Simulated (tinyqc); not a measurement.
Pressure-driven transition between two phases with analytic equations of state: one step, computed by the program tinyqc.

Each phase obeys E = E0 + (9 V0 B0/16) [y^3 B' + y^2 (2 - 4 y)], y = (V0/V)^(2/3) - 1; P = (3 B0/2) (x^7 - x^5) [1 + (3/4)(B' - 4)(x^2 - 1)], x = (V0/V)^(1/3); E0 = 0 for phase 1 and Delta E0 for phase 2. H = E + P V.

Question. Shift with temperature. Start from P = Delta E0/(V0 of phase 1 - V0 of phase 2); at each P solve P(V) = P for both phases and step P(new) = P - (H_2 - H_1)/(V_2 - V_1); stop when |H_2 - H_1| < 1e-10 eV. At the zero-temperature transition the volume change is V_2/V_1 - 1 and the work is P (V_1 - V_2). At T the condition is H_2 - H_1 - T Delta S = 0, with Delta S constant and thermal expansion left out; the Clausius-Clapeyron slope is dP/dT = Delta S/(V_2 - V_1) at the zero-temperature point.

Inputs (values chosen for the exercise, for two model phases): volume V0 of phase 1 = 11.8 angstrom^3/atom; B0 of phase 1 = 80.2 GPa; B' of phase 1 = 3.78; volume V0 of phase 2 = 10.4 angstrom^3/atom; B0 of phase 2 = 72.6 GPa; B' of phase 2 = 5.08; energy of phase 2 above phase 1, Delta E0 = 0.05 eV/atom; entropy of phase 2 less phase 1, Delta S = 0.57 k_B/atom; temperature T = 600 K.

Equation of state: Birch-Murnaghan.

V_2 at the transition = 9.720962 angstrom^3

V_1 at the transition = 11.06537 angstrom^3

transition pressure = 5.820547 GPa

Constants: k_B = 8.617333262e-05 eV/K; 1 eV/angstrom^3 = 160.2176634 GPa.

Give: Clapeyron slope; transition pressure at T; linear estimate at T.

Answer.

Clapeyron slope = -5.854 MPa/K

transition pressure at T = 2.361 GPa

linear estimate at T = 2.308 GPa

The dense phase has the higher entropy, so heating lowers the transition pressure. Caution: a constant Delta S holds only at high temperature; it vanishes as T goes to 0, so the shift counted from T = 0 is somewhat too large.
